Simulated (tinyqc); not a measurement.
Worked calculation: ellipsoidal valleys in the axes of a wafer and a channel. Values are carried at full precision from step to step, so a last printed digit may differ when a step is redone from the rounded ones.

Valleys with axes a along [111], [1-1-1], [-11-1] and [-1-11], one whole valley each; inverse mass tensor w = 1/mt + (1/ml - 1/mt) a a. Device axes: z = nz/|nz|, x = nx/|nx|, y = z cross x; in them a = (ax, ay, az). Confinement mass mz = 1/w_zz. In the plane w_ij is replaced by u_ij = w_ij - w_iz w_jz/w_zz (i, j = x, y); density-of-states mass md = 1/sqrt(det u); conductivity mass along x mc = 1/u_xx; ballistic transport mass mx = u_yy/det u, width mass my = 1/u_yy.

Constants: hbar^2/2m0 = 3.80998211 eV angstrom^2; kB = 8.617333262e-05 eV/K.

Inputs chosen for the exercise (near those of the L valleys of Ge; not measured data): ml = 1.553 m0 (longitudinal mass); mt = 0.082 m0 (transverse mass); nz = (1, 1, 0) (surface normal (confinement)); nx = (1, -1, 1) (channel direction); t = 6.4 nm (thickness of the film); T = 300 K (temperature).

## Device axes and valley axes

Give the rows x, y, z in cubic components and each valley axis in device components.

device axes:
```
    [100]    [010]    [001]
x  0.5774  -0.5774   0.5774
y  0.4082  -0.4082  -0.8165
z  0.7071   0.7071   0.0000
```

valley axes:
```
              ax       ay       az
[111]     0.3333  -0.4714   0.8165
[1-1-1]   0.3333   0.9428   0.0000
[-11-1]  -1.0000   0.0000   0.0000
[-1-11]   0.3333  -0.4714  -0.8165
```

## Tensors of the valley [-11-1]

Form w and the reduced tensor u.

w (1/m0):
```
        x        y        z
x  0.6439   0.0000   0.0000
y  0.0000  12.1951   0.0000
z  0.0000   0.0000  12.1951
```

u (1/m0):
```
        x        y
x  0.6439   0.0000
y  0.0000  12.1951
```

w_xz = w_yz = 0: the normal is a principal axis and u is the upper block of w.

## Masses of all valleys

Give mz, md, mc, mx and my.

Masses (m0):

| valley | mz | md | mc | mx | my |
|---|---|---|---|---|---|
| [111] | 0.2225 | 0.2166 | 0.1148 | 0.2454 | 0.1912 |
| [1-1-1] | 0.0820 | 0.3569 | 0.0916 | 0.2454 | 0.5188 |
| [-11-1] | 0.0820 | 0.3569 | 1.5530 | 1.5530 | 0.0820 |
| [-1-11] | 0.2225 | 0.2166 | 0.1148 | 0.2454 | 0.1912 |

mz md^2 = ml mt^2 = 0.01044 for every valley, so a heavy confinement mass comes with a small density of states. The heaviest mz is 0.223, for [111] and [-1-11].

## Subbands and shares in a film

Hard walls: E_n = c (n pi/t)^2/mz, c = hbar^2/2m0, n = 1, 2, 3. Non-degenerate share of a valley proportional to md sum_n exp(-E_n/kT); mean 1/mc = sum of share/mc. 1 nm = 10 angstrom.

Give the ladders, the shares and the mean conductivity mass.

Subbands:

| valley | E1 (meV) | E2 (meV) | E3 (meV) | share |
|---|---|---|---|---|
| [111] | 41.3 | 165.0 | 371.3 | 0.452 |
| [1-1-1] | 112.0 | 447.8 | 1007.6 | 0.048 |
| [-11-1] | 112.0 | 447.8 | 1007.6 | 0.048 |
| [-1-11] | 41.3 | 165.0 | 371.3 | 0.452 |

mean mc = 0.1186 m0

The lowest ladder ([111] and [-1-11]) holds 90 % of the electrons in these valleys, the next starts 71 meV higher.

## Checks

- mz md^2 against ml mt^2: they agree to 1e-10 or better.
- mx my against md^2: they agree to 1e-10 or better.

(tinyqc, `OMP_NUM_THREADS=1 python tinyqc.py 1880778 1880779 out.jsonl`, Intel(R) Xeon(R) Processor @ 2.30GHz, 1 thread, shared host, about 0.01 s.)
